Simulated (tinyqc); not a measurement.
Band bending at a free surface with a continuum of surface states, surface photovoltage and Kelvin probe: course of the iteration.

n-type bulk, xi = Ec - EF = Vt ln(Nc/Nd), p0 = ni^2/Nd, ni = sqrt(Nc Nv) exp(-Eg/(2 Vt)), Eg in volts. b is the upward band bending, u = b/Vt. Space charge per area, in units of q: Qc = sign(b) sqrt((2 eps0 eps_r Vt/q) [(Nd + dn)(exp(-u) - 1) + Nd u + (p0 + dn)(exp(u) - 1)]), with dn the excess density under light (flat quasi-Fermi levels; 0 in the dark). The states hold -Ds (E0 - xi - b): negative while the Fermi level lies above the neutrality level. Neutrality: Qc + Qf + (charge of the states) = 0.

Fixed-point step: b(new) = E0 - xi - (Qc(b) + Qf)/Ds.

Stop when b changes by less than 1e-10 V, or after 40 iterations.

Parameters, values chosen for the exercise; band and dielectric values close to those of 4H silicon carbide:
```
symbol    value         unit                                                    meaning
T           300            K                                                temperature
Eg         3.26           eV                                                   band gap
eps_r       9.8                                                   relative permittivity
Nc       1.7e19        cm^-3                     conduction-band density of states at T
Nv      2.45e19        cm^-3                        valence-band density of states at T
Nd       2.4e16        cm^-3                                              donor density
Qf       4.6e10        cm^-2                       fixed positive charge at the surface
Ds       6.4e11  cm^-2 eV^-1                                  density of surface states
E0         1.02           eV  depth of their neutrality level below the conduction edge
```

Constants: q = 1.602176634e-19 C, kB = 1.380649e-23 J/K, Vt = kB T/q, eps0 = 8.8541878128e-14 F/cm where lengths are in cm. Results are converted to the units shown.

b at the start = 0.68 V

Course of the iteration:
```
iteration     b (V)  change (V)
1          0.134127       0.546
2          0.516144       0.382
3          0.220633       0.296
4          0.426858       0.206
5          0.273975       0.153
6          0.381628       0.108
7          0.303277      0.0784
8          0.358850      0.0556
9          0.318740      0.0401
...             ...         ...
32         0.335304     1.84e-5
33         0.335291     1.32e-5
34         0.335301     9.46e-6
35         0.335294     6.77e-6
36         0.335299     4.85e-6
37         0.335295     3.47e-6
38         0.335298     2.49e-6
39         0.335296     1.78e-6
40         0.335297     1.28e-6
```

Did this iteration meet its convergence test, and what does its course show?

No. Not converged within 40 iterations: the values swing above and below the root. The step multiplies the error by -(dQc/db)/Ds = -0.72 at the solution, so it shrinks only slowly. A rerun with Newton steps converges in 5 iterations, to 0.335297 V.

tinyqc, about 0.01 s, one thread, Intel Xeon 2.30GHz (shared host): `OMP_NUM_THREADS=1 python tinyqc.py 2430042 2430043 out.jsonl`
